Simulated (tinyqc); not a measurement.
Comparisons within one model: heterojunction of two tight-binding chains. A value that a table varies takes the place of the one given here.

Left chain: hopping -t1, sites at 2 t1 (band bottom 0). Right chain: hopping -t2, sites at dE + 2 t2 (bottom dE). t = c/(m a^2), c = hbar^2/2m0. The bond across the interface is -tc with tc = f sqrt(t1 t2), and the last left site has the extra energy U. In a chain E = bottom + 2t (1 - cos(ka)); the surface Green function of a half chain is g = -exp(ika)/t, with Im k > 0 where cos(ka) > 1.

Constants: hbar^2/2m0 = 3.80998211 eV angstrom^2.

Parameters, chosen for this exercise (masses and offset of the size met at GaN / AlGaN; shifted at random, so the results belong to these values and not to a real crystal): a = 4 angstrom (site spacing); m1 = 0.199 m0 (mass on the left); m2 = 0.241 m0 (mass on the right); dE = 0.51 eV (band offset); f = 1 (factor on the interface hopping); U = 0 eV (extra energy on the last left site); E = 0.594 eV (electron energy).

## Transmission against energy, and which matching rule a chain obeys

Chain A is the junction as given; chain B has tc = sqrt(t1 t2) and U = 0; chain C has tc = t2 and U = t2 - t1, the finite-difference form of -d/dx (c/m) d/dx. Continuum formulas T = 4 x y/(x + y)^2 with parabolic k: x, y = k/m on each side (BenDaniel-Duke) or x, y = k (slope continuous).

T:

| E - dE (eV) | E (eV) | chain A | chain B | chain C | k/m matched | k matched |
|---|---|---|---|---|---|---|
| 0.002 | 0.512 | 0.2293 | 0.2293 | 0.1934 | 0.2034 | 0.2408 |
| 0.005 | 0.515 | 0.3373 | 0.3373 | 0.2878 | 0.3017 | 0.3530 |
| 0.010 | 0.520 | 0.4407 | 0.4407 | 0.3804 | 0.3975 | 0.4595 |
| 0.020 | 0.530 | 0.5594 | 0.5594 | 0.4902 | 0.5101 | 0.5804 |
| 0.050 | 0.560 | 0.7238 | 0.7238 | 0.6501 | 0.6718 | 0.7449 |
| 0.100 | 0.610 | 0.8344 | 0.8344 | 0.7658 | 0.7865 | 0.8529 |
| 0.200 | 0.710 | 0.9172 | 0.9172 | 0.8603 | 0.8780 | 0.9311 |
| 0.400 | 0.910 | 0.9670 | 0.9670 | 0.9245 | 0.9385 | 0.9756 |

How do the results move?

Chain C follows the k/m rule within 0.0217 and chain B the plain k rule within 0.0211, while the two rules differ by up to 0.0731: in B the self-energy of the right side is -t1 exp(i k2 a), so only k2 enters, and in C it is -t2 exp(i k2 a), which carries 1/m2. Chain A is chain B here.

## When the interface binds a state

A state below both bands solves E - 2 t1 - U - S1(E) - S2(E) = 0 for E < 0, with S1 = -t1 z1, S2 = -(tc^2/t2) z2 and |z| < 1 the decaying root of z + 1/z = 2 - (E - bottom)/t. Decay lengths -a/ln|z|. The threshold is the U that solves the equation at E = 0. A dash: no bound state.

Interface state:

| U (eV) | E (eV) | decay left (angstrom) | decay right (angstrom) |
|---|---|---|---|
| -0.18 | - | - | - |
| -0.36 | - | - | - |
| -0.54 | - | - | - |
| -0.67 | -0.0033 | 76.7 | 5.7 |
| -0.79 | -0.0227 | 29.1 | 5.6 |
| -0.97 | -0.0744 | 16.1 | 5.3 |
| -1.21 | -0.1714 | 10.6 | 4.9 |
| -1.81 | -0.5019 | 6.3 | 4.1 |

threshold U = -0.6047 eV

How do the results move?

The step pushes the state out, so an attraction must exceed 0.6047 eV to bind; 5 of the 8 rows are bound. At U = -1.81 eV the state decays over 6.3 angstrom to the left and 4.1 to the right, where the band lies higher.

## What each parameter does

T = 4 Im(S1) Im(S2) |G|^2 with G = 1/(E - 2 t1 - U - S1 - S2), S1 = -t1 exp(i k1 a), S2 = -(tc^2/t2) exp(i k2 a). Each row changes one parameter from the base and keeps the others.

Results:

| case | T | k1 a | k2 a |
|---|---|---|---|
| base | 0.8088 | 0.7200 | 0.2926 |
| m1 = 0.2388 m0 | 0.7706 | 0.7924 | 0.2926 |
| m2 = 0.2892 m0 | 0.8410 | 0.7200 | 0.3208 |
| dE = 0.46 eV | 0.8875 | 0.7200 | 0.3704 |
| f = 0.9 | 0.7722 | 0.7200 | 0.2926 |
| U = 0.2 eV | 0.8455 | 0.7200 | 0.2926 |
| a = 3.2 angstrom | 0.8161 | 0.5714 | 0.2338 |

What does this show?

The largest shifts from the base row, up to three for each result and ties (the steps differ in size, so this ranks the rows, not the parameters). T: dE +0.0788, m1 -0.0382, U +0.0367. k1 a: a -0.1486, m1 +0.0724; unchanged at the printed digits by m2, dE, f and U. k2 a: dE +0.0778, a -0.0588, m2 +0.0282; unchanged at the printed digits by m1, f and U.

Program tinyqc; command `OMP_NUM_THREADS=1 python tinyqc.py 1452337 1452338 out.jsonl`; about 0.01 s on one thread of a shared Intel(R) Xeon(R) Processor @ 2.30GHz.
